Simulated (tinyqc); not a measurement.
## On-chip interconnect, size-dependent resistivity and RC delay: course in time

A rectangular line between two neighbours and two ground planes. Surface and grain-boundary scattering are added to the bulk resistivity as corrections; capacitances are parallel-plate values without fringing; inductance is ignored.

7 equal pi sections: series Rs = r Lw/7; node capacitances c Lw/7, halved at nodes 0 and 7, with Cl added to node 7; Rd feeds node 0. Elmore delay of node k: the sum, over the resistors on the path to k, of resistance times all capacitance downstream of it.

A 1 V step is applied behind Rd at t = 0. C dv/dt = -G v + b, with G the conductance matrix of the ladder (1/Rs between neighbours, 1/Rd added at node 0) and b = (1 V/Rd, 0, ...). Trapezoidal step: (C/dt + G/2) v(new) = (C/dt - G/2) v + b. The last column solves the same ladder exactly by its modes.

Inputs (values chosen for the exercise): driver resistance Rd = 1300 ohm; time step dt = 5.3 ps.

Rs = 1568.88 ohm
C, node 0 to 7 (fF): 0.0167175  0.0334351  0.0334351  0.0334351  0.0334351  0.0334351  0.0334351  1.61672

Voltages (V):
```
t (ps)  node 0  node 3  node 7  node 7, exact
5.300    1.748   0.971  0.1890         0.2065
10.60    0.145   0.423  0.4012         0.3854
15.90    1.699   0.960  0.5156         0.5240
21.20    0.242   0.680  0.6411         0.6313
26.50    1.659   0.950  0.7109         0.7145
31.80    0.311   0.834  0.7846         0.7789
37.10    1.626   0.944  0.8278         0.8287
42.40    0.360   0.927  0.8705         0.8674
47.70    1.597   0.941  0.8976         0.8973
53.00    0.398   0.982  0.9219         0.9204
58.30    1.572   0.939  0.9393         0.9384
63.60    0.429   1.014  0.9528         0.9523
```

The far end of the ladder reaches 0.5 V at 14.88 ps, 0.701 of its Elmore delay (ln 2 = 0.693 for a single pole); the slowest mode has a time constant of 20.74 ps. The largest error of the trapezoidal steps at that node is 18 mV. Node 0 swings up and down from step to step: the trapezoidal rule does not damp modes much faster than dt, so these swings are numerical.

Range of the model: The metal width is under the mean free path, where the thick-limit surface term and the simple sum of corrections lose accuracy.

Numbers from tinyqc (`OMP_NUM_THREADS=1 python tinyqc.py 2100120 2100121 out.jsonl`; about 0.01 s on one thread of a shared Intel Xeon 2.30GHz).
